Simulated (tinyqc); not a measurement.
Debye-Callaway model of lattice thermal conductivity: one step, computed by the program tinyqc.

Three acoustic branches with one velocity v, cut at omega_D = k_B Theta/hbar; x = hbar omega/(k_B T). v and Theta are separate inputs: Theta cuts off the heat-carrying modes, so C need not reach 3 k_B/V. gamma is an effective value that sets the umklapp rate. Heat flows along the film.

Task: The integrand on a coarse grid. Rates: point defects A omega^4; umklapp B omega^2 T exp(-Theta/(b T)) with B = hbar gamma^2/(M v^2 Theta). Film: the bulk time tau of each mode, from the resistive rates above, is multiplied by the Fuchs-Sondheimer factor F = (3/2) int_0^1 (1 - u^2) [1 - (1 - p) (u/d) (1 - E)/(1 - p E)] du, with E = exp(-d/u), d = t/(v tau), by 48 Gauss-Legendre points in z with u = z^4; the boundary rate is defined as 1/(F tau) - 1/tau. x runs in ten equal steps to min(Theta/T, 12); g = x^4 e^x/(e^x - 1)^2; tau_C is the inverse of all rates summed; the last column is c tau_C g with c = (k_B/(2 pi^2 v)) (k_B T/hbar)^3.

Inputs (values chosen for the exercise, for a model crystal):
```
quantity,value,unit
sound velocity v,2120,m/s
Debye temperature Theta,203,K
mean atomic mass M,125,u
effective Grueneisen parameter gamma,1.08,-
umklapp exponent divisor b,3,-
film thickness t,2.9,micrometre
specularity p,0.8,-
temperature T,600,K
```

Sample: film. Point defects: alloy. Normal processes: left out.

Rayleigh coefficient A = 1.165148e-42 s^3

Constants: k_B = 1.380649e-23 J/K; hbar = 1.054571817e-34 J s; u = 1.6605390666e-27 kg.

Give: Integrand.

Result:

Integrand:
```
x,g,tau_C (s),c tau_C g (W/(m K))
0.0338,0.0011,3.886e-10,71.13
0.0677,0.0046,9.241e-11,67.64
0.1015,0.0103,3.718e-11,61.20
0.1353,0.0183,1.842e-11,53.88
0.1692,0.0285,1.022e-11,46.65
0.2030,0.0411,6.101e-12,40.07
0.2368,0.0558,3.844e-12,34.32
0.2707,0.0728,2.528e-12,29.44
0.3045,0.0920,1.722e-12,25.34
0.3383,0.1134,1.209e-12,21.92
```

The integrand is largest at the lowest frequency shown, whose long lifetime outweighs its small heat capacity.
